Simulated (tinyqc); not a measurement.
Inside a calculation. Method: coupled-perturbed Hartree-Fock on RHF in the 3-21g basis, for He, spin multiplicity 1. The polarisability along this axis is zero because the basis has no function that the field can mix in; the real value is not. One step of it, computed by the program tinyqc.

Problem. Iteration 1: diagonalisation and new density. Diagonalise F' = X^T F X, C = X C', fill 1 alpha and 1 beta electrons from the bottom; D = 2 C_occ C_occ^T. Each column has its largest component positive (the first on a tie).

Fock matrix F (hartree):
```
           1He 1s     1He 2s
1He 1s   0.002142  -1.057555
1He 2s  -1.057555  -0.380817
```

X:
```
           1He 1s     1He 2s
1He 1s   1.181761  -0.390007
1He 2s  -0.390007   1.181761
```

Give: F' = X^T F X; orbital energies; coefficients C; D after iteration 1.

Solution.

F' = X^T F X (hartree):
```
         1        2
1   0.9199  -1.4633
2  -1.4633   0.4433
```

orbital energies (hartree): MO1 -0.8009, MO2 2.1642

coefficients C:
```
           MO1      MO2
1He 1s  0.4684   1.1529
1He 2s  0.6476  -1.0626
```

D after iteration 1:
```
        1He 1s  1He 2s
1He 1s  0.4388  0.6067
1He 2s  0.6067  0.8389
```
